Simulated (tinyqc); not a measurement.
From peak field F_m back to junction depth x_j: lateral field, substrate current, probability of reaching the oxide barrier and hot-carrier lifetime of a silicon transistor (pseudo-two-dimensional and lucky-electron models). Computed by tinyqc, a small Python program. Command: `OMP_NUM_THREADS=1 python tinyqc.py 3011447 3011448 out.jsonl hotcar inv`. One thread of a shared host (Intel(R) Xeon(R) Processor @ 2.30GHz), about 0.01 s of CPU time with the checks.

Local-field models: a lucky carrier gains its energy at the peak field over a path free of collisions. Voltages are magnitudes.

Inputs (values chosen for the exercise, modelled on a silicon n-channel):
```
quantity,value,unit
channel length L,470,nm
oxide thickness t,8.8,nm
mobility mu,330,cm^2/(V s)
saturation velocity v_s,0.89,1e7 cm/s
threshold voltage V_T,0.38,V
gate voltage V_G,2.3,V
drain voltage V_D,4.3,V
ionisation prefactor A_i,2.3e+06,1/cm
ionisation field B_i,1.63,MV/cm
hot-carrier mean free path lambda,8,nm
oxide barrier phi_b,3.1,eV
interface-trap threshold phi_it,3.7,eV
lifetime constant H,300,s microampere/micrometre
length of the depleted extension L_n,65,nm
```

Drain: lightly doped extension.

Constants: eps_0 = 8.8541878128e-12 F/m.

Method. C_ox = 3.9 eps_0/t; F_sat = 2 v_s/mu; V_Dsat = V_ov F_sat L/(V_ov + F_sat L), V_ov = V_G - V_T; I_D/W = C_ox v_s (V_ov - V_Dsat). Scale length l = 0.22 t^(1/3) x_j^(1/2) (all in cm); F_m = sqrt(((V_D - V_Dsat)/l_e)^2 + F_sat^2), with l_e = l + L_n; length of the velocity-saturated region l_e ln((V_D - V_Dsat)/(l_e F_sat) + F_m/F_sat).

Task: A run gave the result below. Find the junction depth x_j, known to lie between 78 and 140 nm.

peak field F_m = 249.9913 kV/cm

Result:

Each step takes the trial c = (a f_b - b f_a)/(f_b - f_a), f being the result less the target and a, b, c the logarithms of the listed values; c replaces end b, the old b replaces a if the sign of f changed, and otherwise f_a is halved.

Scan of the range:
```
junction depth x_j (nm),peak field F_m (kV/cm)
78.0,264.475
86.0,258.591
94.8,252.718
104.0,247.141
115.0,241.100
127.0,235.159
140.0,229.354
```

False position (Illinois rule, in the logarithm of the input) inside the bracket:
```
step,end a,end b,trial,peak field F_m (kV/cm)
1,94.8000,104.000,99.1918,249.990
2,94.8000,99.192,99.1881,249.992
3,99.1918,99.188,99.1900,249.991
```

Peak field F_m falls at every point of a 13-point scan of the range (every second point is shown), so one value fits; it is bracketed by 94.8 and 104. Answer: junction depth x_j = 99.19 nm.

Caution: the empirical formula for l was fitted to oxides of about 15 nm or more; for thinner ones it is an extrapolation. Caution: the saturated region fills most of the channel, so the split into two regions is rough.
